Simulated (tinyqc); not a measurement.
Self-heating of a transistor with one or more fingers, with temperature-dependent conductivity: one step, computed by the program tinyqc.

N long parallel fingers lie on the top face of a slab whose bottom is held at T_0; the top is otherwise insulated, and heat flows in two dimensions. P in W/mm is 1000 P in W/m.

Question. Correction for the falling conductivity. Kirchhoff transformation for kappa = kappa_0 (T/T_0)^-m: T = T_0 [1 - (m - 1) theta/T_0]^(-1/(m - 1)), where theta is the linear rise. The bracket vanishes at the power P T_0/((m - 1) theta).

Inputs (values chosen for the exercise, modelled on indium phosphide): exponent m in kappa ~ T^-m = 1.55; base temperature T_0 = 300 K; power per gate width P = 1.9 W/mm.

Power: fixed power.

largest theta = 77.39763 K

Give: peak temperature; true rise; true rise / linear rise; power at which the formula diverges.

Answer.

peak temperature = 396.24 K

true rise = 96.239 K

true rise / linear rise = 1.2434

power at which the formula diverges = 13.390 W/mm

The falling conductivity adds 24.3 % to the rise.
